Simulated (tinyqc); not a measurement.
Space-charge-limited current through a thin insulating or semi-insulating film with traps: one step, computed by the program tinyqc.

One ohmic injecting contact at x = 0 (field zero), drift only, non-degenerate free carriers.

Question. One point of the curve. Free density n_0 = N_c exp(-E_0/k_B T) in equilibrium; trapped density n_t(n) = N_t/(1 + n_1/n), n_1 = N_c exp(-E_t/k_B T). J = e mu n F and (eps eps_0/e) dF/dx = n - n_0 + n_t(n) - n_t(n_0) = rho(n). With F = J/(e mu n): d = (eps eps_0 J/(e^2 mu)) I_1 and V = (eps eps_0 J^2/(e^3 mu^2)) I_2, I_k = int_(n_L)^infinity dn/(n^(k+1) rho(n)), n_L the density at the anode; with u = n_L/n, 200 Gauss-Legendre points in t, u = 1 - (1 - t)^2. Anode field J/(e mu n_L); Mott-Gurney current (9/8) eps eps_0 mu V^2/d^3; ohmic current e n_0 mu V/d.

Inputs (values chosen for the exercise, modelled on Si3N4): permittivity eps = 7.5; band mobility mu = 0.12 cm^2/(V s); effective density of states N_c = 1e+20 1/cm^3; trap density N_t = 2.2e+16 1/cm^3; equilibrium Fermi level below the band edge, E_0 = 0.62 eV; thickness d = 1000 nm; free density at the anode, in units of N_c = 9.7e-05; temperature T = 350 K; trap level E_t below the band edge = 0.44 eV.

Traps: single level.

Constants: k_B = 8.617333262e-05 eV/K; eps_0 = 8.8541878128e-12 F/m; e = 1.602176634e-19 C.

Give: I_1; I_2; current density J; voltage V; anode field over mean field V/d; trap-free Mott-Gurney current; ohmic current.

Answer.

I_1 = 2.246e-33 cm^6

I_2 = 1.403e-49 cm^9

current density J = 206.5 A/cm^2

voltage V = 67.07 V

anode field over mean field V/d = 1.651

trap-free Mott-Gurney current = 403.2 A/cm^2

ohmic current = 0.001523 A/cm^2
